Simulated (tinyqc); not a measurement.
AlGaN/GaN HEMT with access regions, lumped model: one step of the calculation.

A polarisation-induced electron sheet under a Schottky gate, in series with two ungated access regions and contacts. Drift law v = mu E/(1 + mu E/vs) under the gate. Currents in mA/mm, resistances in ohm mm. No self-heating, no channel-length modulation; fits for polarisation, barrier and offset are chosen for the exercise.

Question. Polarisation charge, threshold and sheet resistance. sigma = (5e13 x + 1.6e13 x^2) cm^-2, phiB = 0.84 + 1.3 x, dEc = 0.7 (1.71 x + x^2) in volts, Cb = eps0 eps_r/d, VT = phiB - dEc - q sigma/Cb, access density n0 = -Cb VT/q. Rsh = 1/(q mu n0); largest access current q n0 vs.

Parameters, values chosen for the exercise; values close to those of AlGaN/GaN structures: aluminium share of the barrier x = 0.29; barrier thickness d = 12 nm; relative permittivity of barrier and channel eps_r = 9.3; channel mobility mu = 1500 cm^2/(V s); saturation velocity vs = 1.2e7 cm/s.

Constants: q = 1.602176634e-19 C, eps0 = 8.8541878128e-14 F/cm where lengths are in cm. Results are converted to the units shown.

Wanted: sigma; Cb; VT; n0; Rsh; q n0 vs.

Answer.

sigma = 1.585e13 cm^-2
Cb = 0.6862 uF/cm^2
VT = -2.889 V
n0 = 1.237e13 cm^-2
Rsh = 336.3 ohm
q n0 vs = 2379 mA/mm

Computed by the program tinyqc: `OMP_NUM_THREADS=1 python tinyqc.py 2570139 2570140 out.jsonl`, one thread of a shared Intel Xeon 2.30GHz, about 0.05 s for the whole run.
